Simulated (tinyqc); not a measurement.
Strained L valleys, repopulation and conductivity mass: two steps of the calculation.

A cubic crystal with four conduction valleys along the <111> axes under uniaxial stress X along [110] (X > 0 is tension); current along [110]. Non-degenerate electrons, fixed total density, one relaxation time for all valleys and stresses, masses unchanged by strain, so the mobility goes as the mean inverse mass.

Parameters, values chosen for the exercise; values close to those of germanium:
```
symbol,value,unit,meaning
T,325,K,temperature
Xu,16.1,eV,shear deformation potential
ml,1.6,m0,longitudinal mass
mt,0.0808,m0,transverse mass
```

Constants: q = 1.602176634e-19 C, kB = 1.380649e-23 J/K, Vt = kB T/q. Results are converted to the units shown.

Problem 1. Valley shifts and shares. Valley shift dE = Xu (n.e.n - trace(e)/3) with n the valley axis; share f proportional to exp(-dE/Vt).

strain (%):

|  | x | y | z |
|---|---|---|---|
| x | 0.33850000 | 0.38250000 | 0.00000000 |
| y | 0.38250000 | 0.33850000 | 0.00000000 |
| z | 0.00000000 | 0.00000000 | -0.27800000 |

Find: dE; share f.

Solution 1.

| valley | dE (meV) | share f |
|---|---|---|
| [111] | 41.055 | 0.02530 |
| [-111] | -41.055 | 0.47470 |
| [1-11] | -41.055 | 0.47470 |
| [11-1] | 41.055 | 0.02530 |

The splitting is 82.1 meV, 2.9 Vt.

Problem 2. Conductivity mass and mobility. Inverse mass along the current d = [110]: (n.d)^2/ml + (1 - (n.d)^2)/mt; mu/mu0 = sum f (1/m) over the plain mean of 1/m.

share f, valley [111] to [11-1]: [0.02530100, 0.47469900, 0.47469900, 0.02530100]

Give: 1/m along d; conductivity mass; unstrained value; mu/mu0.

Solution 2.

1/m along d, valley [111] to [11-1] (1/m0): [4.5421, 12.376, 12.376, 4.5421]
conductivity mass = 0.083474 m0
unstrained value = 0.11822 m0
mu/mu0 = 1.4162

The possible range, all electrons in one kind of valley, is 0.537 to 1.46.

Computed by the program tinyqc: `OMP_NUM_THREADS=1 python tinyqc.py 2530025 2530026 out.jsonl`, one thread of a shared Intel Xeon 2.30GHz, about 0.01 s for the whole run.
